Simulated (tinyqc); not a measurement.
Effective-mass impurity with a central-cell term, in a basis of Slater functions: one step, computed by the program tinyqc. Command: `OMP_NUM_THREADS=1 python tinyqc.py 3000019 3000020 out.jsonl centralcell walk`. One thread of a shared host (Intel(R) Xeon(R) Processor @ 2.30GHz), about 0.01 s of CPU time with the checks.

The envelope obeys H = -nabla^2 - (2/r) [Z + A exp(-kappa r)] in effective units, with kappa = a*/lambda; positive A deepens the well near the core.

Question. Effective units. Units: Ry* = Ry m/eps^2 and a* = a_0 eps/m, with m in m_0. kappa = a*/lambda; the hydrogenic ground state is bound by Z^2 Ry*.

Inputs (values chosen for the exercise, with mass and screening modelled on silicon):
```
quantity                   value      unit
effective mass m           0.333       m_0
dielectric constant eps     11.2         -
charge Z of the core           1         -
central-cell range lambda    1.9  angstrom
```

Impurity: donor, one isotropic band.

Constants: Ry = 13.605693123 eV; a_0 = 0.529177210903 angstrom.

Give: Ry*; a*; kappa; hydrogenic binding energy.

Answer.

Ry* = 36.118 meV

a* = 17.798 angstrom

kappa = 9.3674 1/a*

hydrogenic binding energy = 36.118 meV
